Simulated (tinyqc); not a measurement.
RKS/B3LYP (VWN-RPA form) in the sto-6g basis, for Li+, spin multiplicity 1, step by step. One step of it, computed by the program tinyqc.

Task: Iteration 1: building the Kohn-Sham matrix. J_ij = sum D_kl (ij|kl), K_ij = sum D_kl (ik|jl); F = H + J - 0.1 K + V_xc; E = tr D H + tr D J / 2 - 0.05 tr D K + E_xc + E_nn.

D at the start, order 1Li 1s, 1Li 2s, 1Li 2px, 1Li 2py, 1Li 2pz:
$$\begin{pmatrix}
2.029372 & -0.066986 & 0.000000 & 0.000000 & 0.000000 \\
-0.066986 & 0.002211 & 0.000000 & 0.000000 & 0.000000 \\
0.000000 & 0.000000 & 0.000000 & 0.000000 & 0.000000 \\
0.000000 & 0.000000 & 0.000000 & 0.000000 & 0.000000 \\
0.000000 & 0.000000 & 0.000000 & 0.000000 & 0.000000
\end{pmatrix}$$

core Hamiltonian H = T + V (hartree), order 1Li 1s, 1Li 2s, 1Li 2px, 1Li 2py, 1Li 2pz:
$$\begin{pmatrix}
-4.450402 & -0.939085 & 0.000000 & 0.000000 & 0.000000 \\
-0.939085 & -1.093522 & 0.000000 & 0.000000 & 0.000000 \\
0.000000 & 0.000000 & -0.879985 & 0.000000 & 0.000000 \\
0.000000 & 0.000000 & 0.000000 & -0.879985 & 0.000000 \\
0.000000 & 0.000000 & 0.000000 & 0.000000 & -0.879985
\end{pmatrix}$$

Two-electron integrals (ij|kl) in chemists' order, unique and non-zero (hartree):
```
(11|11) 1.681247   (21|11) 0.242603   (21|21) 0.044507   (22|11) 0.397190
(22|21) 0.090279   (22|22) 0.290625   (31|31) 0.009437   (32|31) 0.014261
(32|32) 0.064236   (33|11) 0.397190   (33|21) 0.090279   (33|22) 0.290625
(33|33) 0.313125   (41|41) 0.009437   (42|41) 0.014261   (42|42) 0.064236
(43|43) 0.016875   (44|11) 0.397190   (44|21) 0.090279   (44|22) 0.290625
(44|33) 0.279374   (44|44) 0.313125   (51|51) 0.009437   (52|51) 0.014261
(52|52) 0.064236   (53|53) 0.016875   (54|54) 0.016875   (55|11) 0.397190
(55|21) 0.090279   (55|22) 0.290625   (55|33) 0.279374   (55|44) 0.279374
(55|55) 0.313125
```

nuclear repulsion = 0 hartree

V_xc (hartree), order 1Li 1s, 1Li 2s, 1Li 2px, 1Li 2py, 1Li 2pz:
$$\begin{pmatrix}
-0.888532 & -0.100097 & 0.000000 & 0.000000 & 0.000000 \\
-0.100097 & -0.085824 & 0.000000 & 0.000000 & 0.000000 \\
0.000000 & 0.000000 & -0.085714 & 0.000000 & 0.000000 \\
0.000000 & 0.000000 & 0.000000 & -0.085714 & 0.000000 \\
0.000000 & 0.000000 & 0.000000 & 0.000000 & -0.085714
\end{pmatrix}$$

E_xc = sum of w rho eps_xc = -1.39961908 hartree

Give: Coulomb J; exchange K; Kohn-Sham matrix F; total energy of this density.

Result:

Coulomb J (hartree), order 1Li 1s, 1Li 2s, 1Li 2px, 1Li 2py, 1Li 2pz:
$$\begin{pmatrix}
3.380 & 0.487 & 0.000 & 0.000 & 0.000 \\
0.487 & 0.795 & 0.000 & 0.000 & 0.000 \\
0.000 & 0.000 & 0.795 & 0.000 & 0.000 \\
0.000 & 0.000 & 0.000 & 0.795 & 0.000 \\
0.000 & 0.000 & 0.000 & 0.000 & 0.795
\end{pmatrix}$$

exchange K (hartree), order 1Li 1s, 1Li 2s, 1Li 2px, 1Li 2py, 1Li 2pz:
$$\begin{pmatrix}
3.379 & 0.463 & 0.000 & 0.000 & 0.000 \\
0.463 & 0.079 & 0.000 & 0.000 & 0.000 \\
0.000 & 0.000 & 0.017 & 0.000 & 0.000 \\
0.000 & 0.000 & 0.000 & 0.017 & 0.000 \\
0.000 & 0.000 & 0.000 & 0.000 & 0.017
\end{pmatrix}$$

Kohn-Sham matrix F (hartree), order 1Li 1s, 1Li 2s, 1Li 2px, 1Li 2py, 1Li 2pz:
$$\begin{pmatrix}
-2.297 & -0.599 & 0.000 & 0.000 & 0.000 \\
-0.599 & -0.393 & 0.000 & 0.000 & 0.000 \\
0.000 & 0.000 & -0.173 & 0.000 & 0.000 \\
0.000 & 0.000 & 0.000 & -0.173 & 0.000 \\
0.000 & 0.000 & 0.000 & 0.000 & -0.173
\end{pmatrix}$$

total energy of this density = -7.24939 hartree
